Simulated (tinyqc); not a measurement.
The 3-omega method: a line heater on a substrate with a thin film: one step, computed by the program tinyqc.

A current at angular frequency omega = 2 pi f heats the line at 2 omega with the amplitude P per length; the temperature swing Delta T at 2 omega gives a voltage at 3 omega. The substrate is taken as semi-infinite and isotropic, and the heat capacity of heater and film is left out.

Problem. The film adds a constant step. One-dimensional flow across the film: Delta T_f = P (t/kappa_f + R_i)/(2 b); total in-phase swing Delta T = Delta T_s + Delta T_f; third-harmonic amplitude V_3 = V_1 beta |Delta T|/2 with the out-of-phase part included; the apparent film conductivity is t/(t/kappa_f + R_i).

Inputs (values chosen for the exercise, modelled on amorphous silicon on gallium arsenide):
```
quantity                                    value        unit
heater half-width b                           3.1  micrometre
power amplitude per length P                   22         W/m
film thickness t                              460          nm
film conductivity kappa_f                     1.7     W/(m K)
interface resistance R_i                      3.8    m^2 K/GW
temperature coefficient of resistance beta    2.2      1e-3/K
voltage amplitude V_1                        0.98           V
```

in-phase Delta T_s = 0.5014990 K

out-of-phase Delta T_s = -0.1149519 K

Give: Delta T_f; total in-phase swing; V_3; apparent film conductivity; film share of the in-phase swing.

Solution.

Delta T_f = 0.97364 K

total in-phase swing = 1.4751 K

V_3 = 1.5950 mV

apparent film conductivity = 1.6765 W/(m K)

film share of the in-phase swing = 0.66003

The interface lowers the apparent conductivity by 1 %. The film gives a large part of the signal.
